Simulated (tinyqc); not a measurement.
Pariser-Parr-Pople SCF with singles CI, for the molecule C=CC(=C)C(N)=CN (SMILES; centres numbered as the heavy atoms are written), step by step. One step of it, computed by the program tinyqc.

Task: Iteration 2: Fock matrix. F_rr = H_rr + P_rr gamma_rr / 2 + sum_(s != r) P_ss gamma_rs; F_rs = H_rs - P_rs gamma_rs / 2; E = tr P (H + F) / 2 + core repulsion sum_(r<s) z_r z_s gamma_rs.

P after iteration 1, order 1C, 2C, 3C, 4C, 5C, 6N, 7C, 8N:
```
[[1.393826, 0.049321, -0.026847, 0.086595, -0.012558, 0.015300, 0.030835, 0.014657],
 [0.049321, 1.305069, 0.452857, -0.279861, -0.133715, 0.001269, -0.042934, -0.039870],
 [-0.026847, 0.452857, 1.410013, 0.658072, 0.249878, -0.021117, 0.069204, 0.042991],
 [0.086595, -0.279861, 0.658072, 0.733207, -0.017385, -0.109426, -0.171388, -0.184001],
 [-0.012558, -0.133715, 0.249878, -0.017385, 1.098324, 0.402025, 0.375442, 0.289318],
 [0.015300, 0.001269, -0.021117, -0.109426, 0.402025, 1.787741, -0.098877, -0.261171],
 [0.030835, -0.042934, 0.069204, -0.171388, 0.375442, -0.098877, 1.135549, 0.523558],
 [0.014657, -0.039870, 0.042991, -0.184001, 0.289318, -0.261171, 0.523558, 1.136269]]
```

core matrix H (eV), order 1C, 2C, 3C, 4C, 5C, 6N, 7C, 8N:
```
[[-52.086453, -2.390000, 0.000000, 0.000000, 0.000000, 0.000000, 0.000000, 0.000000],
 [-2.390000, -55.875110, -2.390000, 0.000000, 0.000000, 0.000000, 0.000000, 0.000000],
 [0.000000, -2.390000, -62.721030, -2.390000, -2.390000, 0.000000, 0.000000, 0.000000],
 [0.000000, 0.000000, -2.390000, -51.679678, 0.000000, 0.000000, 0.000000, 0.000000],
 [0.000000, 0.000000, -2.390000, 0.000000, -68.911254, -2.240000, -2.390000, 0.000000],
 [0.000000, 0.000000, 0.000000, 0.000000, -2.240000, -68.687392, 0.000000, 0.000000],
 [0.000000, 0.000000, 0.000000, 0.000000, -2.390000, 0.000000, -63.057735, -2.240000],
 [0.000000, 0.000000, 0.000000, 0.000000, 0.000000, 0.000000, -2.240000, -61.954592]]
```

repulsion gamma_rs (eV), order 1C, 2C, 3C, 4C, 5C, 6N, 7C, 8N:
```
[[11.130000, 7.552631, 5.239451, 3.669515, 4.668565, 5.464865, 3.276489, 2.795037],
 [7.552631, 11.130000, 7.554564, 5.238465, 5.239152, 4.825903, 3.670129, 2.904182],
 [5.239451, 7.554564, 11.130000, 7.552330, 7.553865, 5.465761, 5.239325, 3.744987],
 [3.669515, 5.238465, 7.552330, 11.130000, 5.239265, 3.745481, 4.669579, 3.329781],
 [4.668565, 5.239152, 7.553865, 5.239265, 11.130000, 8.283848, 7.553376, 5.464668],
 [5.464865, 4.825903, 5.465761, 3.745481, 8.283848, 16.800000, 5.465008, 4.918263],
 [3.276489, 3.670129, 5.239325, 4.669579, 7.553376, 5.465008, 11.130000, 8.279410],
 [2.795037, 2.904182, 3.744987, 3.329781, 5.464668, 4.918263, 8.279410, 16.800000]]
```

Centres (angstrom, eV; a flat drawing with bonds scaled to 1.40 angstrom):
```
centre          x          y  core charge z          W   gamma_rr
1C       2.113000   1.277000              1  11.160000  11.130000
2C       1.969000  -0.116000              1  11.160000  11.130000
3C       0.691000  -0.687000              1  11.160000  11.130000
4C       0.546000  -2.080000              1  11.160000  11.130000
5C      -0.443000   0.134000              1  11.160000  11.130000
6N      -0.299000   1.526000              2  25.600000  16.800000
7C      -1.721000  -0.438000              1  11.160000  11.130000
8N      -2.855000   0.384000              2  25.600000  16.800000
```

Give: F; pi energy.

Result:

F (eV), order 1C, 2C, 3C, 4C, 5C, 6N, 7C, 8N:
```
[[-2.6010, -2.5763, 0.0703, -0.1589, 0.0293, -0.0418, -0.0505, -0.0205],
 [-2.5763, -1.7431, -4.1006, 0.7330, 0.3503, -0.0031, 0.0788, 0.0579],
 [0.0703, -4.1006, -3.9020, -4.8750, -3.3338, 0.0577, -0.1813, -0.0805],
 [-0.1589, 0.7330, -4.8750, -3.4628, 0.0455, 0.2049, 0.4002, 0.3063],
 [0.0293, 0.3503, -3.3338, 0.0455, -5.3660, -3.9052, -3.8079, -0.7905],
 [-0.0418, -0.0031, 0.0577, 0.2049, -3.9052, -8.4095, 0.2702, 0.6423],
 [-0.0505, 0.0788, -0.1813, 0.4002, -3.8079, 0.2702, -9.0968, -4.4074],
 [-0.0205, 0.0579, -0.0805, 0.3063, -0.7905, 0.6423, -4.4074, -12.8058]]
```

pi energy = -131.4521 eV
